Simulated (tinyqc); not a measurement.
From results back to parameters: standing waves and exposure in a photoresist film. Three cases, with inputs chosen for the exercise.

Problem. Bleaching of a resist on an index-matched plate: T(0) = T12 exp(-(A + B) d), T(end) = T12 exp(-B d), T12 = 1 - ((n1 - 1)/(n1 + 1))^2, and the first slope dT/dD = T(0) C A T12 (1 - exp(-(A + B) d))/(A + B). Here d = dT and D is the dose; A, B and C are hidden.

Find: A; B; C.

Method. A = ln(T(end)/T(0))/d, B = ln(T12/T(end))/d, and the slope then gives C.

Case 1.

Values chosen (out of a larger set: a resist on polySi, indices near tabulated ones; not measured data): n1 = 1.69 (resist index); dT = 0.232 micrometre (resist thickness on an index-matched plate).

T(0) = 0.737345
T(end) = 0.747681
dT/dD = 0.00019638 cm^2/mJ

Solution.

A = 0.06 1/micrometre
B = 0.96 1/micrometre
C = 0.023 cm^2/mJ

Case 2.

Values chosen (out of a larger set: a resist on Si, indices near tabulated ones; not measured data): n1 = 1.673 (resist index); dT = 0.623 micrometre (resist thickness on an index-matched plate).

T(0) = 0.712048
T(end) = 0.874572
dT/dD = 0.0046770 cm^2/mJ

Solution.

A = 0.33 1/micrometre
B = 0.11 1/micrometre
C = 0.039 cm^2/mJ

Case 3.

Values chosen (out of a larger set: a resist on Cu, indices near tabulated ones; not measured data): n1 = 1.67 (resist index); dT = 0.203 micrometre (resist thickness on an index-matched plate).

T(0) = 0.814559
T(end) = 0.827895
dT/dD = 0.00043953 cm^2/mJ

Solution.

A = 0.08 1/micrometre
B = 0.61 1/micrometre
C = 0.038 cm^2/mJ

Computed by tinyqc, one run a case: `OMP_NUM_THREADS=1 python tinyqc.py N N+1 out.jsonl` with N = 1681802, 1681836, 1681884; one thread of a shared Intel(R) Xeon(R) Processor @ 2.30GHz, about 0.01 s a run at most.
